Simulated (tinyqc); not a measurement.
CIS and TDHF on RHF in the sto-3g basis, for BeH2, spin multiplicity 1, step by step (part 2 of 2). Computed by tinyqc, a small Python program that keeps every step (integrals from PySCF). Command: `OMP_NUM_THREADS=1 python tinyqc.py 25719 25720 out.jsonl` (the two numbers bound the seeds that draw the settings). One thread of a shared host (Intel(R) Xeon(R) Processor @ 2.60GHz), about 0.09 s of CPU time with the checks.

Geometry (angstrom):
```
atom        x         y        z
Be    0.00000   0.00000  0.00000
H     0.00000   1.32400  0.00000
H     0.00000  -1.32400  0.00000
```

## CIS singlet states

CIS matrix A, singlet (hartree), order 1>4, 1>5, 1>6, 1>7, 2>4, 2>5, 2>6, 2>7, 3>4, 3>5, 3>6, 3>7:
```
[[4.19340, 0.00000, 0.00000, 0.00000, 0.03868, 0.00000, 0.00000, 0.00000, 0.00000, 0.00000, 0.00000, 0.00000],
 [0.00000, 4.19340, 0.00000, 0.00000, 0.00000, 0.03868, 0.00000, 0.00000, 0.00000, 0.00000, 0.00000, 0.00000],
 [0.00000, 0.00000, 4.55475, 0.00000, 0.00000, 0.00000, -0.00127, 0.00000, 0.00000, 0.00000, 0.00000, -0.01789],
 [0.00000, 0.00000, 0.00000, 4.93734, 0.00000, 0.00000, 0.00000, 0.02370, 0.00000, 0.00000, -0.01559, 0.00000],
 [0.03868, 0.00000, 0.00000, 0.00000, 0.39975, 0.00000, 0.00000, 0.00000, 0.00000, 0.00000, 0.00000, 0.00000],
 [0.00000, 0.03868, 0.00000, 0.00000, 0.00000, 0.39975, 0.00000, 0.00000, 0.00000, 0.00000, 0.00000, 0.00000],
 [0.00000, 0.00000, -0.00127, 0.00000, 0.00000, 0.00000, 0.68102, 0.00000, 0.00000, 0.00000, 0.00000, 0.00286],
 [0.00000, 0.00000, 0.00000, 0.02370, 0.00000, 0.00000, 0.00000, 1.09634, 0.00000, 0.00000, -0.02050, 0.00000],
 [0.00000, 0.00000, 0.00000, 0.00000, 0.00000, 0.00000, 0.00000, 0.00000, 0.30680, 0.00000, 0.00000, 0.00000],
 [0.00000, 0.00000, 0.00000, 0.00000, 0.00000, 0.00000, 0.00000, 0.00000, 0.00000, 0.30680, 0.00000, 0.00000],
 [0.00000, 0.00000, 0.00000, -0.01559, 0.00000, 0.00000, 0.00000, -0.02050, 0.00000, 0.00000, 0.64578, 0.00000],
 [0.00000, 0.00000, -0.01789, 0.00000, 0.00000, 0.00000, 0.00286, 0.00000, 0.00000, 0.00000, 0.00000, 1.09304]]
```

dipole integrals <i|r|a> (bohr), order 1>4, 1>5, 1>6, 1>7, 2>4, 2>5, 2>6, 2>7, 3>4, 3>5, 3>6, 3>7:
```
[[0.00581, 0.00000, 0.15214],
 [0.15214, 0.00000, -0.00581],
 [0.00000, 0.00000, 0.00000],
 [0.00000, 0.13481, 0.00000],
 [0.03691, 0.00000, 0.96592],
 [0.96592, 0.00000, -0.03691],
 [0.00000, 0.00000, 0.00000],
 [0.00000, -0.58378, 0.00000],
 [0.00000, 0.00000, 0.00000],
 [0.00000, 0.00000, 0.00000],
 [0.00000, -1.11545, 0.00000],
 [0.00000, 0.00000, 0.00000]]
```

Diagonalise A (1 hartree = 27.211386 eV); each vector has its largest component positive (the first on a tie). The transition dipole is mu = sqrt2 sum c_ia <i|r|a>.

singlet excitation energies (eV): [8.34856, 8.34856, 10.86703, 10.86703, 17.54597, 18.53097, 29.74121, 29.85409, 114.11906, 114.11906, 123.94361, 134.35753]

lowest vectors, order 1>4, 1>5, 1>6, 1>7, 2>4, 2>5, 2>6, 2>7, 3>4, 3>5, 3>6, 3>7:
```
[[0.00000, 0.00000, -0.01019, -0.00007, 0.00000, 0.00000],
 [0.00000, 0.00000, 0.00007, -0.01019, 0.00000, 0.00000],
 [0.00000, 0.00000, 0.00000, 0.00000, 0.00000, 0.00030],
 [0.00000, 0.00000, 0.00000, 0.00000, 0.00338, 0.00000],
 [0.00000, 0.00000, 0.99992, 0.00691, 0.00000, 0.00000],
 [0.00000, 0.00000, -0.00691, 0.99992, 0.00000, 0.00000],
 [0.00000, 0.00000, 0.00000, 0.00000, 0.00000, 0.99998],
 [0.00000, 0.00000, 0.00000, 0.00000, 0.04518, 0.00000],
 [0.01354, 0.99991, 0.00000, 0.00000, 0.00000, 0.00000],
 [0.99991, -0.01354, 0.00000, 0.00000, 0.00000, 0.00000],
 [0.00000, 0.00000, 0.00000, 0.00000, 0.99897, 0.00000],
 [0.00000, 0.00000, 0.00000, 0.00000, 0.00000, -0.00693]]
```

oscillator strengths 2/3 w |mu|^2: [0.00000, 0.00000, 0.49587, 0.49587, 1.11776, 0.00000]

Within a degenerate level the vectors are fixed only up to a rotation; this is one choice.

## TDHF (RPA) singlet states

Two-electron integrals over orbitals (pq|rs), unique and non-zero (hartree):
```
(11|11) 2.27149    (21|11) -0.19928   (21|21) 0.02683    (22|11) 0.48892
(22|21) -0.00676   (22|22) 0.39926    (31|31) 0.00606    (32|31) 0.01428
(32|32) 0.16456    (33|11) 0.45951    (33|21) -0.00284   (33|22) 0.41262
(33|33) 0.43577    (41|41) 0.01577    (42|41) 0.01530    (42|42) 0.04951
(43|43) 0.01472    (44|11) 0.56917    (44|21) -0.00807   (44|22) 0.36970
(44|33) 0.35718    (44|44) 0.44986    (51|51) 0.01577    (52|51) 0.01530
(52|52) 0.04951    (53|53) 0.01472    (54|54) 0.02425    (55|11) 0.56917
(55|21) -0.00807   (55|22) 0.36970    (55|33) 0.35718    (55|44) 0.40136
(55|55) 0.44986    (61|11) -0.18073   (61|21) 0.02500    (61|22) -0.00679
(61|33) -0.00413   (61|44) -0.00470   (61|55) -0.00470   (61|61) 0.02354
(62|11) 0.11056    (62|21) -0.00666   (62|22) -0.02500   (62|33) -0.04793
(62|44) 0.05181    (62|55) 0.05181    (62|61) -0.00393   (62|62) 0.07757
(63|31) -0.00271   (63|32) -0.09483   (63|63) 0.08342    (64|41) 0.01635
(64|42) 0.04744    (64|64) 0.05093    (65|51) 0.01635    (65|52) 0.04744
(65|65) 0.05093    (66|11) 0.47639    (66|21) -0.00659   (66|22) 0.39756
(66|33) 0.40859    (66|44) 0.36777    (66|55) 0.36777    (66|61) -0.00603
(66|62) -0.03518   (66|66) 0.41228    (71|31) 0.01128    (71|32) 0.02057
(71|63) -0.00214   (71|71) 0.02146    (72|31) 0.00347    (72|32) -0.04447
(72|63) 0.06120    (72|71) 0.00730    (72|72) 0.05658    (73|11) 0.13961
(73|21) -0.00512   (73|22) -0.00608   (73|33) -0.02128   (73|44) 0.05888
(73|55) 0.05888    (73|61) -0.00329   (73|62) 0.07288    (73|66) -0.02664
(73|73) 0.08229    (74|43) 0.01378    (74|74) 0.01653    (75|53) 0.01378
(75|75) 0.01653    (76|31) 0.01131    (76|32) 0.14290    (76|63) -0.09555
(76|71) 0.01644    (76|72) -0.05599   (76|76) 0.14086    (77|11) 0.57842
(77|21) -0.00911   (77|22) 0.42905    (77|33) 0.44788    (77|44) 0.39153
(77|55) 0.39153    (77|61) -0.00884   (77|62) -0.03724   (77|66) 0.43672
(77|73) -0.01159   (77|77) 0.48997
```

B(ia,jb) = 2 (ia|jb) - (ib|ja); the squared energies are the eigenvalues of (A - B)(A + B); 1 hartree = 27.211386 eV.

TDHF matrix B, singlet (hartree), order 1>4, 1>5, 1>6, 1>7, 2>4, 2>5, 2>6, 2>7, 3>4, 3>5, 3>6, 3>7:
```
[[0.01577, 0.00000, 0.00000, 0.00000, 0.01530, 0.00000, 0.00000, 0.00000, 0.00000, 0.00000, 0.00000, 0.00000],
 [0.00000, 0.01577, 0.00000, 0.00000, 0.00000, 0.01530, 0.00000, 0.00000, 0.00000, 0.00000, 0.00000, 0.00000],
 [0.00000, 0.00000, 0.02354, 0.00000, 0.00000, 0.00000, -0.00393, 0.00000, 0.00000, 0.00000, 0.00000, -0.00444],
 [0.00000, 0.00000, 0.00000, 0.02146, 0.00000, 0.00000, 0.00000, 0.00730, 0.00000, 0.00000, -0.00099, 0.00000],
 [0.01530, 0.00000, 0.00000, 0.00000, 0.04951, 0.00000, 0.00000, 0.00000, 0.00000, 0.00000, 0.00000, 0.00000],
 [0.00000, 0.01530, 0.00000, 0.00000, 0.00000, 0.04951, 0.00000, 0.00000, 0.00000, 0.00000, 0.00000, 0.00000],
 [0.00000, 0.00000, -0.00393, 0.00000, 0.00000, 0.00000, 0.07757, 0.00000, 0.00000, 0.00000, 0.00000, 0.08456],
 [0.00000, 0.00000, 0.00000, 0.00730, 0.00000, 0.00000, 0.00000, 0.05658, 0.00000, 0.00000, 0.04952, 0.00000],
 [0.00000, 0.00000, 0.00000, 0.00000, 0.00000, 0.00000, 0.00000, 0.00000, 0.01472, 0.00000, 0.00000, 0.00000],
 [0.00000, 0.00000, 0.00000, 0.00000, 0.00000, 0.00000, 0.00000, 0.00000, 0.00000, 0.01472, 0.00000, 0.00000],
 [0.00000, 0.00000, 0.00000, -0.00099, 0.00000, 0.00000, 0.00000, 0.04952, 0.00000, 0.00000, 0.08342, 0.00000],
 [0.00000, 0.00000, -0.00444, 0.00000, 0.00000, 0.00000, 0.08456, 0.00000, 0.00000, 0.00000, 0.00000, 0.08229]]
```

squared energies w^2 (hartree^2): [0.09391, 0.09391, 0.15702, 0.15702, 0.40628, 0.45219, 1.17906, 1.19808, 17.58724, 17.58724, 20.74597, 24.37883]

TDHF energies from the positive w^2 (eV): [8.33894, 8.33894, 10.78280, 10.78280, 17.34459, 18.29839, 29.54737, 29.78469, 114.11677, 114.11677, 123.94174, 134.35600]

## CIS matrix, triplets

orbital energies (hartree): [-4.51936, -0.45875, -0.42285, 0.21168, 0.21168, 0.46469, 0.95348]

A(ia,jb) = (e_a - e_i) d_ij d_ab - (ij|ab).

CIS matrix A, triplet (hartree), order 1>4, 1>5, 1>6, 1>7, 2>4, 2>5, 2>6, 2>7, 3>4, 3>5, 3>6, 3>7:
```
[[4.16187, 0.00000, 0.00000, 0.00000, 0.00807, 0.00000, 0.00000, 0.00000, 0.00000, 0.00000, 0.00000, 0.00000],
 [0.00000, 4.16187, 0.00000, 0.00000, 0.00000, 0.00807, 0.00000, 0.00000, 0.00000, 0.00000, 0.00000, 0.00000],
 [0.00000, 0.00000, 4.50767, 0.00000, 0.00000, 0.00000, 0.00659, 0.00000, 0.00000, 0.00000, 0.00000, -0.01131],
 [0.00000, 0.00000, 0.00000, 4.89443, 0.00000, 0.00000, 0.00000, 0.00911, 0.00000, 0.00000, -0.01131, 0.00000],
 [0.00807, 0.00000, 0.00000, 0.00000, 0.30073, 0.00000, 0.00000, 0.00000, 0.00000, 0.00000, 0.00000, 0.00000],
 [0.00000, 0.00807, 0.00000, 0.00000, 0.00000, 0.30073, 0.00000, 0.00000, 0.00000, 0.00000, 0.00000, 0.00000],
 [0.00000, 0.00000, 0.00659, 0.00000, 0.00000, 0.00000, 0.52588, 0.00000, 0.00000, 0.00000, 0.00000, -0.14290],
 [0.00000, 0.00000, 0.00000, 0.00911, 0.00000, 0.00000, 0.00000, 0.98318, 0.00000, 0.00000, -0.14290, 0.00000],
 [0.00000, 0.00000, 0.00000, 0.00000, 0.00000, 0.00000, 0.00000, 0.00000, 0.27735, 0.00000, 0.00000, 0.00000],
 [0.00000, 0.00000, 0.00000, 0.00000, 0.00000, 0.00000, 0.00000, 0.00000, 0.00000, 0.27735, 0.00000, 0.00000],
 [0.00000, 0.00000, 0.00000, -0.01131, 0.00000, 0.00000, 0.00000, -0.14290, 0.00000, 0.00000, 0.47895, 0.00000],
 [0.00000, 0.00000, -0.01131, 0.00000, 0.00000, 0.00000, -0.14290, 0.00000, 0.00000, 0.00000, 0.00000, 0.92845]]
```

## CIS triplet states

Diagonalise A (1 hartree = 27.211386 eV); each vector has its largest component positive (the first on a tie).

triplet excitation energies (eV): [7.54719, 7.54719, 8.18284, 8.18284, 12.00709, 13.06990, 26.50321, 27.77809, 113.25069, 113.25069, 122.66121, 133.18555]

lowest vectors, order 1>4, 1>5, 1>6, 1>7, 2>4, 2>5, 2>6, 2>7, 3>4, 3>5, 3>6, 3>7:
```
[[0.00000, 0.00000, -0.00209, 0.00002, 0.00000, 0.00000],
 [0.00000, 0.00000, -0.00002, -0.00209, 0.00000, 0.00000],
 [0.00000, 0.00000, 0.00000, 0.00000, 0.00000, -0.00070],
 [0.00000, 0.00000, 0.00000, 0.00000, 0.00194, 0.00000],
 [0.00000, 0.00000, 0.99994, -0.01100, 0.00000, 0.00000],
 [0.00000, 0.00000, 0.01100, 0.99994, 0.00000, 0.00000],
 [0.00000, 0.00000, 0.00000, 0.00000, 0.00000, 0.95274],
 [0.00000, 0.00000, 0.00000, 0.00000, 0.25494, 0.00000],
 [0.01905, 0.99982, 0.00000, 0.00000, 0.00000, 0.00000],
 [0.99982, -0.01905, 0.00000, 0.00000, 0.00000, 0.00000],
 [0.00000, 0.00000, 0.00000, 0.00000, 0.96695, 0.00000],
 [0.00000, 0.00000, 0.00000, 0.00000, 0.00000, 0.30378]]
```

Within a degenerate level the vectors are fixed only up to a rotation; this is one choice.

## TDHF (RPA) triplet states

B(ia,jb) = - (ib|ja); the squared energies are the eigenvalues of (A - B)(A + B); 1 hartree = 27.211386 eV.

TDHF matrix B, triplet (hartree), order 1>4, 1>5, 1>6, 1>7, 2>4, 2>5, 2>6, 2>7, 3>4, 3>5, 3>6, 3>7:
```
[[-0.01577, 0.00000, 0.00000, 0.00000, -0.01530, 0.00000, 0.00000, 0.00000, 0.00000, 0.00000, 0.00000, 0.00000],
 [0.00000, -0.01577, 0.00000, 0.00000, 0.00000, -0.01530, 0.00000, 0.00000, 0.00000, 0.00000, 0.00000, 0.00000],
 [0.00000, 0.00000, -0.02354, 0.00000, 0.00000, 0.00000, 0.00393, 0.00000, 0.00000, 0.00000, 0.00000, 0.00214],
 [0.00000, 0.00000, 0.00000, -0.02146, 0.00000, 0.00000, 0.00000, -0.00730, 0.00000, 0.00000, 0.00329, 0.00000],
 [-0.01530, 0.00000, 0.00000, 0.00000, -0.04951, 0.00000, 0.00000, 0.00000, 0.00000, 0.00000, 0.00000, 0.00000],
 [0.00000, -0.01530, 0.00000, 0.00000, 0.00000, -0.04951, 0.00000, 0.00000, 0.00000, 0.00000, 0.00000, 0.00000],
 [0.00000, 0.00000, 0.00393, 0.00000, 0.00000, 0.00000, -0.07757, 0.00000, 0.00000, 0.00000, 0.00000, -0.06120],
 [0.00000, 0.00000, 0.00000, -0.00730, 0.00000, 0.00000, 0.00000, -0.05658, 0.00000, 0.00000, -0.07288, 0.00000],
 [0.00000, 0.00000, 0.00000, 0.00000, 0.00000, 0.00000, 0.00000, 0.00000, -0.01472, 0.00000, 0.00000, 0.00000],
 [0.00000, 0.00000, 0.00000, 0.00000, 0.00000, 0.00000, 0.00000, 0.00000, 0.00000, -0.01472, 0.00000, 0.00000],
 [0.00000, 0.00000, 0.00000, 0.00329, 0.00000, 0.00000, 0.00000, -0.07288, 0.00000, 0.00000, -0.08342, 0.00000],
 [0.00000, 0.00000, 0.00214, 0.00000, 0.00000, 0.00000, -0.06120, 0.00000, 0.00000, 0.00000, 0.00000, -0.08229]]
```

squared energies w^2 (hartree^2): [0.07671, 0.07671, 0.08795, 0.08795, 0.17883, 0.21599, 0.94306, 1.03715, 17.32060, 17.32060, 20.31891, 23.95536]

TDHF energies from the positive w^2 (eV): [7.53654, 7.53654, 8.07000, 8.07000, 11.50737, 12.64629, 26.42528, 27.71223, 113.24843, 113.24843, 122.65942, 133.18398]
